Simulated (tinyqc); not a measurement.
Inside a calculation. Method: extended Hueckel theory, for BeH2+. The parameters take no account of the charge, which enters only through the electron count. One step of it, computed by the program tinyqc.

Question. Mulliken analysis. P = C n C^T; charge = valence electrons (Be 2, H 1) minus the sum of (P S)_ii on the atom; overlap population = 2 sum P_ij S_ij between two atoms.

coefficients:
```
,MO1,MO2,MO3,MO4,MO5,MO6
1Be 2s,0.321653,0.000000,0.000000,0.000000,1.261829,0.000000
1Be 2px,0.000000,0.000000,0.765687,-0.643214,0.000000,0.000000
1Be 2py,0.000000,0.115489,0.000000,0.000000,0.000000,1.617332
1Be 2pz,0.000000,0.000000,0.643214,0.765687,0.000000,0.000000
2H 1s,0.530780,0.651936,0.000000,0.000000,-0.734084,-0.966771
3H 1s,0.530780,-0.651936,0.000000,0.000000,-0.734084,0.966771
```

occupations: 2.000000  1.000000  0.000000  0.000000  0.000000  0.000000

overlap S, lower triangle:
```
,1Be 2s,1Be 2px,1Be 2py,1Be 2pz,2H 1s,3H 1s
1Be 2s,1.000000
1Be 2px,0.000000,1.000000
1Be 2py,0.000000,0.000000,1.000000
1Be 2pz,0.000000,0.000000,0.000000,1.000000
2H 1s,0.460368,0.000000,0.547303,0.000000,1.000000
3H 1s,0.460368,0.000000,-0.547303,0.000000,0.033182,1.000000
```

Give: charges; Overlap populations.

Answer.

charges: 1Be 1.3829, 2H -0.1915, 3H -0.1915

Overlap populations:
```
pair,value
2-1,0.396803
3-1,0.396803
3-2,0.009187
```
